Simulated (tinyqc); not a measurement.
Worked calculation: plane-wave Kohn-Sham cycle with exchange-only LDA in a layered model solid. Computed by tinyqc, a small Python program that keeps every step. Settings: points = 16, plane-wave index or count = 3, electrons = 4, k points = 3, area = 32.0, mixing = 0.1, iteration cap = 68. Command: `OMP_NUM_THREADS=1 python tinyqc.py 21029 21030 out.jsonl` (the two numbers bound the seeds that draw the settings). One thread of a shared host (Intel(R) Xeon(R) Processor @ 2.60GHz), about 0.05 s of CPU time with the checks.

A solid whose potential varies along x alone (atomic units):

| parameter | value |
|---|---|
| period a | 10.300000 |
| cross-section of the cell | 32.000000 |
| electrons per cell | 4 |
| grid points | 16 |
| plane waves -n..n, n | 3 |
| k points | 3 |
| V1 in V1 cos(2 pi x/a) | -0.310000 |

Stop when sqrt(dV sum R^2) is below 1e-8, dV = a A/N.

Course of the cycle:

| iteration | E (hartree) | norm of the residual |
|---|---|---|
| 1 | -0.72575634 | 1.40e-01 |
| 2 | -0.67836166 | 1.17e-01 |
| 3 | -0.64523554 | 9.79e-02 |
| 4 | -0.62242232 | 8.13e-02 |
| 5 | -0.60689942 | 6.73e-02 |
| 6 | -0.59643705 | 5.56e-02 |
| 7 | -0.58943720 | 4.58e-02 |
| 8 | -0.58478029 | 3.78e-02 |
| 9 | -0.58169534 | 3.12e-02 |
| 10 | -0.57965831 | 2.58e-02 |
| 11 | -0.57831646 | 2.13e-02 |
| ... | ... | ... |
| 58 | -0.57574814 | 6.51e-05 |
| 59 | -0.57574814 | 5.85e-05 |
| 60 | -0.57574814 | 5.26e-05 |
| 61 | -0.57574814 | 4.72e-05 |
| 62 | -0.57574814 | 4.24e-05 |
| 63 | -0.57574814 | 3.81e-05 |
| 64 | -0.57574814 | 3.43e-05 |
| 65 | -0.57574814 | 3.08e-05 |
| 66 | -0.57574814 | 2.77e-05 |
| 67 | -0.57574814 | 2.49e-05 |
| 68 | -0.57574814 | 2.24e-05 |

Can the last value be used, and what does the course show?

Not by the stop rule, although the second column moves by less than 1e-07 over the last three steps. Not converged within 68 iterations: the residual falls steadily but slowly, by a factor of about 0.90 a step. Reruns (cap 100 unless said): mixing 0.5, Kerker q0 1.0: converged in 58 (E = -0.57575); mixing 0.3, Pulay depth 5: converged in 10 (E = -0.57575); the original settings with a cap of 400: converged in 143 (E = -0.57575).
